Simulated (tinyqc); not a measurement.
Size of the test strain: deformation potentials from a strained empirical pseudopotential.

Diamond lattice, no spin-orbit coupling. Atomic form factor V(q) = a1 (q^2 - a2)/(a3 exp(a4 q^2) - 1) in rydberg with q in 1/bohr, for the unstrained cell. Under a strain e the reciprocal vectors and k go over into (1 + e)^(-1) G, the atoms sit at +/- tau with tau = (1 + e) a (1,1,1)/8 - zeta a (eyz, ezx, exy)/4, and H(G,G') = c |k + G|^2 delta + (V(q)/det(1 + e)) cos(q.tau), q = G - G', with the term q = 0 left out; c = hbar^2/2m0. The basis is fixed before straining: all G with |k + G|^2 up to 16 (2 pi/a)^2. k is given in units of 2 pi/a of the unstrained cell.

Constants: hbar^2/2m0 = 3.80998211 eV angstrom^2; Ry = 13.60569312 eV; a0 (Bohr radius) = 0.5291772105 angstrom.

Values chosen for the exercise (out of a larger set: near those of Si; not measured data):
- a = 5.438 angstrom (lattice constant)
- A = (0.542, 2.195, 2.047, 0.485) (a1 (Ry bohr^2), a2 (1/bohr^2), a3, a4 (bohr^2))
- kD = 0.82 2 pi/a (position of the Delta minimum)

e = diag(-h/2, -h/2, h). Xu = [E(Delta z) - E(Delta x)]/(1.5 h) at fixed kD, b = [E(Z) - E(X, Y)]/(4.5 h); one-sided from +h alone, central from +h and -h.

Results (eV):

| h | Xu one-sided | Xu central | b one-sided | b central |
|---|---|---|---|---|
| 0.0010 | 7.929 | 7.934 | -3.332 | -3.328 |
| 0.0025 | 7.922 | 7.934 | -3.337 | -3.328 |
| 0.0050 | 7.910 | 7.935 | -3.347 | -3.328 |
| 0.0100 | 7.886 | 7.936 | -3.367 | -3.328 |
| 0.0200 | 7.841 | 7.940 | -3.407 | -3.328 |
| 0.0300 | 7.798 | 7.946 | -3.448 | -3.329 |

How do the results move, and what explains it?

From h = 0.001 to 0.03 the one-sided Xu drifts by -0.131 eV and the central one by +0.012 eV; for b the drifts are -0.116 and -0.002 eV. The central difference cancels the term of second order in the strain, so its error goes as h^2. At h = 0.02 the linear law errs by 1.2 % for the valley splitting and 2.4 % for the valence splitting.

Run: tinyqc, `OMP_NUM_THREADS=1 python tinyqc.py 1880637 1880638 out.jsonl`; Intel(R) Xeon(R) Processor @ 2.30GHz, one thread, shared host; about 0.2 s of CPU time with all checks.
